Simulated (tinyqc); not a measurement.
Conductance of a narrow metal strip with scatterers (square lattice, Green functions): one step. Modes at the Fermi energy. Three cases, with inputs chosen for the exercise.

Task: For each n: en, cos(kn a) = (en - E)/(2t), z_n and the velocity 2 t a sin(kn a) (zero if closed).

A strip of W sites across with hard walls, site energy 0 and hopping -t. Mode n = 1 to W has profile chi_n(j) = sqrt(2/(W + 1)) sin(n j pi/(W + 1)) and energy en = -2t cos(n pi/(W + 1)); E = en - 2t cos(kn a). With z_n = exp(i kn a) (Im k > 0 for closed modes, |z| < 1) each lead gives the self-energy -t z_n in mode n. One column carries the site energies v, here a notch at the edge (a site raised out of reach). In the mode basis V_nm = sum_j chi_n(j) v_j chi_m(j), G = (E - en + 2 t z_n - V)^-1, and t_nm = 2t sqrt(sin(kn a) sin(km a)) G_nm in size for open modes. T = sum |t_nm|^2, conductance (2e^2/h) T.

Constants: e^2/h = 3.874045865e-05 S.

Give: Modes.

Case 1.

Values chosen (hopping and spacing of the size met in Cu or Al; the lattice is a model; the results hold for these values, not for the real material):
- t = 1.82 eV (hopping)
- a = 2.58 angstrom (spacing)
- W = 3 (sites across)
- E = -0.11 eV (Fermi energy)

Result:

Modes:

| n | en (eV) | cos(k a) | z | dE/dk (eV angstrom) |
|---|---|---|---|---|
| 1 | -2.5739 | -0.67689 | -0.67689+0.73609i | 6.9127 |
| 2 | 0.0000 | 0.03022 | 0.03022+0.99954i | 9.3869 |
| 3 | 2.5739 | 0.73733 | 0.73733+0.67554i | 6.3441 |

3 of 3 modes are open, so the clean strip has a resistance of 4302 ohm, whatever its length.

Case 2.

Values chosen (hopping and spacing of the size met in Cu or Al; the lattice is a model; the results hold for these values, not for the real material):
- t = 1.25 eV (hopping)
- a = 2.61 angstrom (spacing)
- W = 3 (sites across)
- E = 1.43 eV (Fermi energy)

Result:

Modes:

| n | en (eV) | cos(k a) | z | dE/dk (eV angstrom) |
|---|---|---|---|---|
| 1 | -1.7678 | -1.27911 | -0.48154 | 0.0000 |
| 2 | 0.0000 | -0.57200 | -0.57200+0.82025i | 5.3522 |
| 3 | 1.7678 | 0.13511 | 0.13511+0.99083i | 6.4652 |

2 of 3 modes are open, so the clean strip has a resistance of 6453 ohm, whatever its length.

Case 3.

Values chosen (hopping and spacing of the size met in Cu or Al; the lattice is a model; the results hold for these values, not for the real material):
- t = 1.3 eV (hopping)
- a = 2.55 angstrom (spacing)
- W = 5 (sites across)
- E = 1.13 eV (Fermi energy)

Result:

Modes:

| n | en (eV) | cos(k a) | z | dE/dk (eV angstrom) |
|---|---|---|---|---|
| 1 | -2.2517 | -1.30064 | -0.46898 | 0.0000 |
| 2 | -1.3000 | -0.93462 | -0.93462+0.35566i | 2.3580 |
| 3 | 0.0000 | -0.43462 | -0.43462+0.90062i | 5.9711 |
| 4 | 1.3000 | 0.06538 | 0.06538+0.99786i | 6.6158 |
| 5 | 2.2517 | 0.43141 | 0.43141+0.90216i | 5.9813 |

4 of 5 modes are open, so the clean strip has a resistance of 3227 ohm, whatever its length.

Computed by tinyqc, one run a case: `OMP_NUM_THREADS=1 python tinyqc.py N N+1 out.jsonl` with N = 1451267, 1451651, 1452756; one thread of a shared Intel(R) Xeon(R) Processor @ 2.30GHz, about 0.01 s a run at most.
